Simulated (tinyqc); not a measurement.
From results to parameters: minimal-basis H2. Computed by the program tinyqc with PySCF.

Problem. For two electrons in the two orbitals of minimal-basis H2, the CIS energies are e2 - e1 - J12 + 2 K12 and e2 - e1 - J12, and E_corr = D - sqrt(D^2 + K12^2) with 2D the energy of the double excitation. Find J12, K12, D, the MP2 energy and the weight of the double excitation.

orbital gap e2 - e1 = 0.36764274 hartree
CIS singlet and triplet energies (hartree): 0.372932  -0.149223
FCI correlation energy = -0.17059879 hartree

Solution. Half the singlet-triplet splitting is K12, the gap less the triplet energy is J12, D = (E_corr^2 - K12^2)/(2 E_corr), MP2 is -K12^2/(2 gap), and the weight is c^2/(1 + c^2) with c = E_corr/K12.

J12, K12, D (hartree): 0.517  0.261  0.114
MP2 correlation energy = -0.09270 hartree
weight of the double excitation = 0.299
